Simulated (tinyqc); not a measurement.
From results back to parameters: inversion layer as a triangular well, valleys of the Ge type. Four cases, with inputs chosen for the exercise.

Problem. The spacing of the two lowest levels of one ladder was computed from a hidden sheet density Ns.

The field is taken as constant, e F = 4 pi (e^2/4 pi eps0)(Nd + eta Ns)/eps, with 1e12/cm^2 = 1e-4/angstrom^2, and the oxide as a hard wall at z = 0; c = hbar^2/2m0.

Level j of a valley lies at E_j = a_j (c (e F)^2/m_z)^(1/3) above the band edge at the surface, with the Airy zeros a_j = 2.338107, 4.087949, 5.520560, 6.786708, 7.944134, 9.022651, 10.040174, 11.008524, 11.936016, 12.828777, and has <z> = 2 E_j/(3 e F).

Constants: hbar^2/2m0 = 3.80998211 eV angstrom^2; e^2/(4 pi eps0) = 14.39964547 eV angstrom.

Case 1.

Values chosen (near those of Ge; not measured data): m_z = 1.565 m0 (confinement mass); eps = 16.1 (dielectric constant); Nd = 0.35 x 1e12/cm^2 (depletion charge); eta = 0.5 (share of Ns in the effective field).

E_1 - E_0 = 41.7290 meV

Case 2.

Values chosen (near those of Ge; not measured data): m_z = 0.1185 m0 (confinement mass); eps = 15.8 (dielectric constant); Nd = 0.38 x 1e12/cm^2 (depletion charge); eta = 0.75 (share of Ns in the effective field).

E_1 - E_0 = 270.8977 meV

Case 3.

Values chosen (near those of Ge; not measured data): m_z = 0.1185 m0 (confinement mass); eps = 15.7 (dielectric constant); Nd = 0.17 x 1e12/cm^2 (depletion charge); eta = 0.75 (share of Ns in the effective field).

E_1 - E_0 = 100.9405 meV

Case 4.

Values chosen (near those of Ge; not measured data): m_z = 0.1213 m0 (confinement mass); eps = 16.3 (dielectric constant); Nd = 0.89 x 1e12/cm^2 (depletion charge); eta = 0.75 (share of Ns in the effective field).

E_1 - E_0 = 244.4051 meV

Find: F; Ns.

Solution. e F = sqrt(m_z/c) [(E_1 - E_0)/(a_1 - a_0)]^(3/2), with a_0 and a_1 the first two zeros; then Ns = (eps e F/(4 pi e^2/4 pi eps0) - Nd)/eta.

Case 1.

F = 0.2360 MV/cm
Ns = 3.50 x 1e12/cm^2

Case 2.

F = 1.0743 MV/cm
Ns = 12.00 x 1e12/cm^2

Case 3.

F = 0.2443 MV/cm
Ns = 2.60 x 1e12/cm^2

Case 4.

F = 0.9314 MV/cm
Ns = 10.00 x 1e12/cm^2

Computed by tinyqc, one run a case: `OMP_NUM_THREADS=1 python tinyqc.py N N+1 out.jsonl` with N = 1280837, 1280855, 1280986, 1281023; one thread of a shared Intel(R) Xeon(R) Processor @ 2.30GHz, about 0.03 s a run at most.
